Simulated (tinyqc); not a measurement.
Position of the spike: inter-valley coupling by envelope functions against a chain of atomic planes.

Chain: E(phi) = e0 + 2 v cos(phi) + 2 u cos(2 phi), cos(phi0) = -v/(4u), e0 = 2u + v^2/(4u); plane j = 0, 1, ... has the potential V_j = dE x_j + F (j - 30) a/4 (1 MV/m = 1e-4 V/angstrom). There are 30 barrier planes a side; with y = j - 29.5, x_j = xb (f(y) + f(Nw - y)), f(y) = 1/(1 + exp(y/L)), plus any Ge added in the well. The valley splitting is the spacing of the two lowest levels. Envelope theory: F_j solves a one-valley chain with hopping -b and diagonal 2b + V_j, b = 4u sin^2(phi0), sum F_j^2 = 1; the valleys couple by Dv = sum_j F_j^2 V_j exp(-2 i phi0 j) and split by 2|Dv|.

Parameters, chosen for this exercise (near those of the Delta valleys of silicon in a SiGe well; not measured data):
- a = 5.431 angstrom (lattice constant; planes lie a/4 apart)
- u = 0.6 eV (second-neighbour hopping)
- v = 0.499 eV (nearest hopping)
- Nw = 65 (planes in the well)
- L = 0.75 planes (interface width)
- xb = 0.26 (Ge fraction of the barriers)
- dE = 0.6 eV (offset per unit Ge fraction)
- F = 5 MV/m (field)
- xs = 0.2 (Ge fraction added on that plane)

The spike is moved through the well; position counted from the first well plane, j - 30.

Against position:

| j - 30 | F_j^2, smooth | mean of the doublet (meV) | splitting, chain (micro-eV) | envelope | first order |
|---|---|---|---|---|---|
| 3 | 0.01264 | 22.03 | 1940 | 1836 | 3033 |
| 8 | 0.02787 | 23.11 | 4097 | 3860 | 6689 |
| 13 | 0.03752 | 24.07 | 6033 | 5838 | 9005 |
| 20 | 0.03601 | 24.31 | 6508 | 6390 | 8644 |
| 26 | 0.02605 | 23.21 | 4298 | 4175 | 6253 |
| 32 | 0.01539 | 22.20 | 2298 | 2182 | 3693 |
| 42 | 0.00442 | 21.37 | 612 | 572 | 1061 |
| 52 | 0.00082 | 21.12 | 126 | 121 | 196 |
| 62 | 0.00006 | 21.06 | 19 | 18 | 15 |

What does the comparison show?

The splitting is largest at plane 20 among these rows (6508 micro-eV), and the smooth envelope peaks at plane 16, counting all planes; without a spike it is 10. Where the splitting exceeds 20 micro-eV the envelope theory lies within 6.6 % of the chain and first order within 73 %.

Program tinyqc; command `OMP_NUM_THREADS=1 python tinyqc.py 1451026 1451027 out.jsonl`; about 0.05 s on one thread of a shared Intel(R) Xeon(R) Processor @ 2.30GHz.
